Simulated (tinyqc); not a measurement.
Worked calculation: Luttinger-Kohn k.p, four valence bands. One step of it, computed by the program tinyqc.

Task: Levels at k. Diagonalise the Hermitian matrix.

H(k) at k (eV), order 3/2, 1/2, -1/2, -3/2:
```
[[0.049132, -0.020032-0.032273i, 0.006653-0.018739i, 0.000000],
 [-0.020032+0.032273i, 0.060380, 0.000000, 0.006653-0.018739i],
 [0.006653+0.018739i, 0.000000, 0.060380, 0.020032+0.032273i],
 [0.000000, 0.006653+0.018739i, 0.020032-0.032273i, 0.049132]]
```

Give: eigenvalues.

Result:

eigenvalues (eV): [0.012, 0.012, 0.098, 0.098]
